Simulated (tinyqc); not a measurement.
Inputs raised by 2 %, one at a time: surface photovoltage measurement of the minority-carrier diffusion length in a wafer. Computed by tinyqc, a small Python program. Command: `OMP_NUM_THREADS=1 python tinyqc.py 3130199 3130200 out.jsonl spv sens`. One thread of a shared host (Intel(R) Xeon(R) Processor @ 2.30GHz), about 0.03 s of CPU time with the checks.

Low injection, steady light, a depletion layer much thinner than 1/alpha and L. The excess density dn is taken at the front edge of the neutral region; light that reaches the back is lost.

Inputs (values chosen for the exercise, modelled on p-type silicon at room temperature): diffusion length L = 32 micrometre; wafer thickness W = 725 micrometre; diffusivity D = 31 cm^2/s; front recombination velocity S_f = 2000 cm/s; back recombination velocity S_b = 4300 cm/s; photon flux entering = 9.2e+13 1/(cm^2 s); minority density at the surface barrier scale n_0 = 3.5e+10 1/cm^3; temperature T = 298 K; wavelength = 936 nm; relative noise of each reading = 1 %; diffusion length after pair splitting over L = 0.93; iron factor C = 1.03e+16 micrometre^2/cm^3.

normal deviates g for the noise: [0.48, -0.73, 2.02, 0.64, -2.54, -1.28, -2.30]

Constants: k_B = 8.617333262e-05 eV/K.

Method:
- alpha = (84.732/lambda - 76.417)^2 per cm with lambda in micrometre (an empirical fit for silicon between 0.7 and 1.05 micrometre).
- Thick wafer: dn = Phi L/((S_f + D/L)(L + 1/alpha)). Finite wafer, with s = S_b L/D, w = W/L, a = alpha L: dn = [Phi a/(a^2 - 1)] [a - B - exp(-alpha W)(a - s)/(cosh w + s sinh w)]/(S_f + B D/L), B = (sinh w + s cosh w)/(cosh w + s sinh w).
- Photovoltage V = (k_B T/e) ln(1 + dn/n_0). Lifetime = L^2/D.
- Readings y = (Phi/dn) (1 + noise x g) at 780, 830, 880, 920, 950, 975 and 995 nm; a least-squares line y = c (1/alpha + L_app) gives L_app = intercept/slope.
- Splitting iron-boron pairs in boron-doped silicon shortens L; with nothing else changing, [Fe] = C (1/L_after^2 - 1/L^2). It is evaluated with the true lengths and with the apparent ones (without noise), which differ when the wafer is not thick against L.

Runs; columns: (1) input moved; (2) from; (3) to; (4) dn, finite wafer (1/cm^3); (5) apparent length L_app (micrometre); (6) photovoltage V (mV); (7) [Fe] from the apparent lengths (1/cm^3):
```
(1)                                          (2)        (3)         (4)     (5)     (6)         (7)
base run                                       -          -  3.0630e+09  34.093  2.1544  1.5712e+12
diffusion length L (micrometre)               32      32.64  3.1513e+09  34.767  2.2139  1.5102e+12
wafer thickness W (micrometre)               725      739.5  3.0630e+09  34.093  2.1544  1.5712e+12
diffusivity D (cm^2/s)                        31      31.62  3.0130e+09  34.093  2.1207  1.5712e+12
front recombination velocity S_f (cm/s)     2000       2040  3.0525e+09  34.093  2.1473  1.5712e+12
back recombination velocity S_b (cm/s)      4300       4386  3.0630e+09  34.093  2.1544  1.5712e+12
photon flux entering (1/(cm^2 s))        9.2e+13  9.384e+13  3.1242e+09  34.093  2.1957  1.5712e+12
wavelength (nm)                              936     954.72  2.5772e+09  34.093  1.8245  1.5712e+12
```

Exponents ln(y'/y) / ln(x'/x):
```
input                             dn, finite wafer  apparent length L_app  photovoltage V  [Fe] from the apparent lengths
diffusion length L                           1.436                  0.989           1.377                              -2
wafer thickness W                            0.000                  0.000           0.000                               0
diffusivity D                               -0.830                  0.000          -0.797                               0
front recombination velocity S_f            -0.173                  0.000          -0.166                               0
back recombination velocity S_b              0.000                  0.000           0.000                               0
photon flux entering                         1.000                  0.000           0.959                               0
wavelength                                  -8.720                  0.000          -8.392                               0
```

To which inputs is each result most sensitive?

Among the inputs moved here: dn, finite wafer answers most in size to wavelength (exponent -8.720), next to diffusion length L (+1.436); its exponent is below 0.0005 for wafer thickness W, back recombination velocity S_b. Apparent length L_app answers most in size to diffusion length L (exponent +0.989); its exponent is below 0.0005 for wafer thickness W, diffusivity D, front recombination velocity S_f, back recombination velocity S_b, photon flux entering, wavelength. Its exponent 0.000 in front recombination velocity S_f: S_f scales all readings alike. Photovoltage V answers most in size to wavelength (exponent -8.392), next to diffusion length L (+1.377); its exponent is below 0.0005 for wafer thickness W, back recombination velocity S_b. Its exponent +0.959 in photon flux entering: the linear range. [Fe] from the apparent lengths answers most in size to diffusion length L (exponent -2.000); its exponent is below 0.0005 for wafer thickness W, diffusivity D, front recombination velocity S_f, back recombination velocity S_b, photon flux entering, wavelength.
